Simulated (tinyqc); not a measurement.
Worked calculation: Frenkel-Kontorova chain: a misfit dislocation (kink) in a monolayer on a periodic substrate. Computed by tinyqc, a small Python program that keeps every step. Command: `OMP_NUM_THREADS=1 python tinyqc.py 3012986 3012987 out.jsonl fkchain walk`. One thread of a shared host (Intel(R) Xeon(R) Processor @ 2.30GHz), about 0.09 s of CPU time with the checks. Intermediate numbers are printed to about 5 digits and carried at full precision; extremes and crossings named in words are read from the listed rows.

E = sum_j [(k/2)(x_(j+1) - x_j - b)^2 + (W/2)(1 - cos(2 pi x_j/a))], x_j = a (j + u_j). A kink takes u from 0 to 1: the chain is stretched by one period and has one atom fewer than wells.

Inputs (values chosen for the exercise, for a model overlayer):

| quantity | value | unit |
|---|---|---|
| spring constant k | 8.64 | eV/angstrom^2 |
| substrate period a | 3.38 | angstrom |
| corrugation W | 17 | eV |
| misfit f = (b - a)/a | 0.35 | - |
| atoms on each side n | 10 | - |
| atomic mass M | 87.4 | u |

Relaxation: Newton steps.

Constants: nu for 1 eV/(angstrom^2 u) = 15.6333042 THz.

## Continuum limit

l0 = sqrt(k a^2/(2 W)); kink u(j) = (2/pi) arctan exp(pi j/l0); kink energy at f = 0: E0 = (4/pi) W l0; with misfit E0 - k a^2 f; kinks become favourable at f_c = 2/(pi l0), and a coherent chain with free ends loses stability at f_m = 1/l0. Lowest vibration of the flat chain: nu0 = 15.6333042 THz x sqrt(2 pi^2 W/(a^2 M)).

kink width l0 = 1.7039

kink energy E0 = 36.880 eV

kink energy with misfit = 2.3328 eV

critical misfit f_c = 0.37363

limit f_m = 0.58690

gap frequency nu0 = 9.0629 THz

f < f_c: the layer stays in register. Caution: a corrugation above 1 eV is larger than real overlayers usually show; it is chosen to keep the kink narrow. Caution: for l0 below about 3 the kink spans few atoms, and the continuum kink energy is off by about 2 per cent or more.

## Start between two atoms

Discrete chain at f = 0, ends held at u = 0 and 1: E = (k a^2/2) sum (u_(j+1) - u_j)^2 + (W/2) sum (1 - cos 2 pi u_j), gradient g_j = k a^2 (2 u_j - u_(j-1) - u_(j+1)) + pi W sin(2 pi u_j), Hessian 2 k a^2 + 2 pi^2 W cos(2 pi u_j) on the diagonal and -k a^2 beside it. Free atoms j = -n..n-1 start from the continuum shape centred half-way, at j + 1/2.

u at the start: 0.00000  0.00000  0.00000  0.00000  0.00003  0.00016  0.00100  0.00634  0.04001  0.24101  0.75899  0.95999  0.99366  0.99900  0.99984  0.99997  1.00000  1.00000  1.00000  1.00000

E at the start = 33.933 eV

gradient (eV): 0.000  0.000  0.000  0.000  -0.003  -0.017  -0.107  -0.671  -3.231  22.033  -22.033  3.231  0.671  0.107  0.017  0.003  0.000  0.000  0.000  0.000

## Relaxation

Start as above (continuum shape at j + 1/2, j = -n..n-1, l0 = sqrt(k a^2/(2 W))). u(new) = u - H^-1 g; stop when the largest gradient is below 1e-9 eV.

Course:

| step | E (eV) | largest gradient (eV) |
|---|---|---|
| 1 | 33.933 | 2.2033e+01 |
| 2 | 32.625 | 5.3580e+00 |
| 3 | 32.559 | 1.3783e-01 |
| 4 | 32.559 | 1.0437e-04 |
| 5 | 32.559 | 6.0076e-11 |

relaxed u: 0.00000  0.00000  0.00000  0.00001  0.00005  0.00025  0.00129  0.00672  0.03498  0.18122  0.81878  0.96502  0.99328  0.99871  0.99975  0.99995  0.99999  1.00000  1.00000  1.00000

energy, centre between atoms = 32.559 eV

last gradient = 6.0076e-11 eV

Converged; the discrete energy is 0.8828 of the continuum value, which puts the discrete f_c = E/(k a^2) at 0.3299.

## Peierls barrier

Repeat by Newton steps with an atom at the centre (j = -n..n, u_0 = 1/2). Barrier = difference of the two energies; the lowest Hessian eigenvalue tells minimum from saddle.

energy, centre on an atom = 36.837 eV

Peierls barrier = 4278.5 meV

lowest eigenvalue, between atoms = 205.25 eV

lowest eigenvalue, on an atom = -169.39 eV

The atom-centred kink, with an atom on top of the corrugation, is a saddle and the other a minimum. The barrier is 25 % of W, what one atom alone would climb.

## Kink density above f_c

Frank and van der Merwe: the modulus q solves f = 2 E(q)/(pi l0 q), and the kinks per atom are pi/(2 l0 q K(q)), with the complete elliptic integrals K and E; strain left = f - density (for f above f_c = 2/(pi l0)).

Continuum ground state:

| f | q | kinks per atom | strain left |
|---|---|---|---|
| 0.3755 | 0.99900 | 0.20525 | 0.17025 |
| 0.3811 | 0.99529 | 0.24858 | 0.13252 |
| 0.3923 | 0.98670 | 0.29036 | 0.10194 |
| 0.4110 | 0.97073 | 0.33444 | 0.07656 |
| 0.4484 | 0.93618 | 0.39724 | 0.05116 |
| 0.5231 | 0.86546 | 0.49436 | 0.02874 |
| 0.6352 | 0.76732 | 0.62007 | 0.01513 |
| 0.8220 | 0.63531 | 0.81522 | 0.00678 |

0.50 % above f_c the density is already 0.55 of f: kinks repel only exponentially, so they flood in, as 1/|ln(f - f_c)|. At 2.2 f_c they take up 99.2 % of the misfit and the layer floats nearly free.

Checks made by the program: energy against a quasi-Newton minimiser (relative difference below 1e-10).
